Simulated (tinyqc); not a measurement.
Rapid thermal processing of a wafer: radiative balance, ramp and cooling, pattern effects, pyrometer error and spike budget. Changing the period of the pattern. Computed by tinyqc, a small Python program. Command: `OMP_NUM_THREADS=1 python tinyqc.py 3113707 3113708 out.jsonl rtp sweep`. One thread of a shared host (Intel(R) Xeon(R) Processor @ 2.30GHz), about 0.04 s of CPU time with the checks.

The wafer is opaque and uniform through its thickness unless said otherwise; temperatures in formulas are in kelvin (C + 273.15). sigma = 5.670374419e-12 W/(cm^2 K^4).

Inputs (values chosen for the exercise, modelled on a hot silicon wafer): wafer thickness d = 525 micrometre; heat capacity per volume C = 2.19 J/(cm^3 K); thermal conductivity k = 0.26 W/(cm K); emissivity eps of each face = 0.57; reflectivity of the chamber walls r = 0.5; gas heat-transfer coefficient h, both faces together = 5 mW/(cm^2 K); wall temperature T_w = 350 K; process temperature = 945 C; ramp rate = 83 K/s; relative change of absorptivity over a pattern = 8.1 %; activation energy of the process E_a = 3.46 eV.

Constants: k_B = 8.617333262e-05 eV/K.

Method:
- Effective emissivity between parallel grey plates: eps_eff = 1/(1/eps + 1/(1 - r) - 1). Loss per area q(T) = 2 eps_eff sigma (T^4 - T_w^4) + h (T - T_w).
- Absorbed power during a ramp = q(T) + C d x ramp rate; thermal time constant tau = C d/(dq/dT), dq/dT = 8 eps_eff sigma T^3 + h; natural cooling rate q/(C d); front-to-back difference under one-sided heating at the end of the ramp = (absorbed power) d/(2 k).
- At steady state a sinusoidal change of absorbed power of relative amplitude a and period p gives the temperature amplitude a q/(dq/dT + k d (2 pi/p)^2); healing length l = sqrt(k d/(dq/dT)); process change = E_a dT/(k_B T^2). Emissivity is taken as unchanged.

One run for each value:
```
period of the pattern (mm)  amplitude (K)  change of the process rate (%)
0.3                             1.805e-03                       4.885e-03
0.71                            1.011e-02                       2.735e-02
1.7                             5.786e-02                       1.566e-01
4                               3.177e-01                       8.596e-01
9.5                             1.711e+00                       4.629e+00
22                              7.398e+00                       2.002e+01
53                              2.003e+01                       5.421e+01
130                             2.848e+01                       7.705e+01
300                             3.056e+01                       8.270e+01
```

Over the rows, amplitude (K) rises from 0.00181 to 30.6 (exponent d ln y / d ln x 2.0 between the first rows and 0.085 between the last); change of the process rate (%) rises from 0.00488 to 82.7 (exponent d ln y / d ln x 2.0 between the first rows and 0.085 between the last). At the low end the exponent of amplitude is 2.00, close to 2: conduction smooths short periods.
